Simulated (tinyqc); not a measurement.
Worked calculation: donors on two lattice sites with valley-orbit split states. Values are carried at full precision from step to step, so a last printed digit may differ when a step is redone from the rounded ones.

Each donor binds at most one electron, in any of its states. For a site s, W_s = sum over its states of g exp(E/kT), and the ionised share is 1/(1 + W_s exp(eta)), eta = (EF - Ec)/kT; n = Nc F_1/2(eta); neutrality n + NA = ND x (mean ionised share, the two sites in equal numbers); holes are neglected. Nc from N = 2 (m kB T/(4 pi c))^(3/2) with c = hbar^2/2m0, in 1/angstrom^3; times 1e24 for 1/cm^3, m = md. F_j(eta) = (1/Gamma(j + 1)) integral_0^infinity x^j dx/(1 + exp(x - eta)), which tends to exp(eta) for eta << 0.

Constants: hbar^2/2m0 = 3.80998211 eV angstrom^2; kB = 8.617333262e-05 eV/K.

Values chosen for the exercise (near those of nitrogen in 4H-SiC; the results hold for these values, not for the real material): md = 0.825 m0 (density-of-states mass of the conduction band); E = (62.3, 54.4, 120.5, 79.7) meV (binding energies of h ground, h excited, k ground, k excited); g = (2, 4, 2, 4) (their degeneracies with spin); T = 400 K; ND = 1.8e+17 1/cm^3 (donors, half on each site); NA = 0 1/cm^3 (compensating acceptors, all ionised); mu0 = 44 cm^2/(V s) (mobility at heavy doping); mu1 = 973 cm^2/(V s) (mobility at light doping and 300 K); Nr = 1.8e+17 1/cm^3 (reference doping); de = 0.61 (doping exponent); ga = 2.4 (temperature exponent).

## Partition sums of the neutral donor

Give each term g exp(E/kT), W_s, and the effective degeneracy W_s exp(-E_ground/kT).

Nc = 2.8951e+19 1/cm^3

terms: h ground 12.19, h excited 19.39, k ground 65.96, k excited 40.39

W_s: h 31.574, k 106.34

effective degeneracy: h 5.181, k 3.225

The ground state alone would give 2 and all states together 6 on each site; here the excited states hold 61 % and 38 % of the bound electrons on the h and k sites.

## Neutrality

Solve for eta.

eta = -5.345
n = 1.38e+17 1/cm^3

ionised share: h 0.869, k 0.663

n is 0.766 of ND - NA. The deeper k site is ionised 0.76 times as much as the h site.

## Mobility and resistivity

Mobility (Caughey-Thomas form): mu = mu0 + (mu1 (T/300)^(-ga) - mu0)/(1 + ((ND + NA)/Nr)^de); rho = 1/(e n mu), e = 1.602176634e-19 C.

Compare with full ionisation, n = ND - NA.

mu = 265.9 cm^2/(V s)
rho = 0.170 ohm cm
rho at full ionisation = 0.130 ohm cm

Incomplete ionisation raises rho by a factor 1.31.

## Checks

- n + NA against ND times the mean ionised share (1/cm^3): both 1.379e+17.

Program tinyqc; command `OMP_NUM_THREADS=1 python tinyqc.py 1681016 1681017 out.jsonl`; about 0.01 s on one thread of a shared Intel(R) Xeon(R) Processor @ 2.30GHz.
